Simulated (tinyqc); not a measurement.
# Illuminated p-n diode, drift-diffusion by the Gummel loop with Scharfetter-Gummel fluxes: current against voltage in the dark

Abrupt junction at x = 0, p side from -Lp, n side to Ln, ohmic contacts. psi is counted from the intrinsic level; n = ni exp((psi - phin)/Vt), p = ni exp((phip - psi)/Vt). Contacts: p side psi = V - Vt ln(Na/ni), p = Na, n = ni^2/Na; n side psi = Vt ln(Nd/ni), n = Nd, p = ni^2/Nd. Constant mobilities, D = mu Vt, Boltzmann statistics, SRH recombination through a mid-gap level, U = (n p - ni^2)/(tp (n + ni) + tn (p + ni)). Current is positive from the p contact to the n contact.

ni = sqrt(Nc Nv) exp(-Eg/(2 Vt)), Eg in volts. Poisson and both continuity equations are solved self-consistently with Scharfetter-Gummel fluxes on a graded mesh of 500 nodes. J_scr is q times the integral of U between -xp and xn. Ideal diffusion current J_id = q ni^2 [Dn coth(wp/Le)/(Le Na) + Dp coth(wn/Lh)/(Lh Nd)] (exp(V/Vt) - 1), Le = sqrt(Dn tn), Lh = sqrt(Dp tp), wp = Lp - xp, wn = Ln - xn, with xp and xn from the depletion approximation (W = sqrt(2 eps0 eps_r (Vbi - V)(1/Na + 1/Nd)/q), xp = W Nd/(Na + Nd), xn = W Na/(Na + Nd), Vbi = Vt ln(Na Nd/ni^2)). Ideality factor = 0.004 V/(Vt ln[J(V + 0.004 V)/J(V)]). Here G = 0.

Inputs (values chosen for the exercise); band and dielectric values close to those of silicon:
- T = 300 K (temperature)
- Eg = 1.11 eV (band gap)
- eps_r = 11.7 (relative permittivity)
- Nc = 2.81e19 cm^-3 (conduction-band density of states at T)
- Nv = 2.66e19 cm^-3 (valence-band density of states at T)
- Na = 9e15 cm^-3 (acceptor density of the p side)
- Nd = 6.2e16 cm^-3 (donor density of the n side)
- mun = 980 cm^2/(V s) (electron mobility)
- mup = 340 cm^2/(V s) (hole mobility)
- tn = 1e-7 s (SRH lifetime of electrons)
- tp = 2e-8 s (SRH lifetime of holes)
- Lp = 2.4 um (length of the p side)
- Ln = 3.7 um (length of the n side)
- G = 0 cm^-3 s^-1 (uniform generation rate)

Constants: q = 1.602176634e-19 C, kB = 1.380649e-23 J/K, Vt = kB T/q, eps0 = 8.8541878128e-14 F/cm where lengths are in cm. Results are converted to the units shown.

Current against voltage in the dark:
columns A: V (V); B: J (A/cm^2); C: ideality factor; D: J_scr/J (%); E: J_id (A/cm^2); F: share recombining at the contacts (%); G: larger minority/doping at -xp and xn
```
A           B     C      D        E     F        G
0.15  1.33e-6  1.69   90.8  1.23e-7  8.99  1.08e-9
0.21  5.49e-6  1.55   77.4  1.25e-6  22.1  1.09e-8
0.27  2.73e-5  1.33   54.0  1.26e-5  45.1  1.10e-7
0.33  1.78e-4  1.15   28.8  1.28e-4  69.8  1.11e-6
0.39  0.00146  1.06   12.4  0.00129  85.8  1.11e-5
0.45   0.0136  1.03   4.87   0.0130  93.2  1.11e-4
0.51    0.133  1.01   1.87    0.132  96.1  0.00110
0.57     1.31  1.02  0.730     1.33  97.2   0.0106
0.63     12.4  1.07  0.283     13.4  97.6   0.0893
```

J rises from 1.33e-6 to 12.4 A/cm^2; the ideality factor goes from 1.69 through a minimum of 1.01 (at V = 0.51 V among the rows listed) to 1.07. Recombination in the depleted layer carries over half of the current up to V = 0.27 V, where the factor is 1.33; it grows roughly as exp(V/2 Vt), so diffusion overtakes it. Where the factor is lowest (V = 0.51 V), J is 0.92 % above the ideal diffusion current.

tinyqc, about 0.5 s, one thread, Intel Xeon 2.30GHz (shared host): `OMP_NUM_THREADS=1 python tinyqc.py 2240013 2240014 out.jsonl`
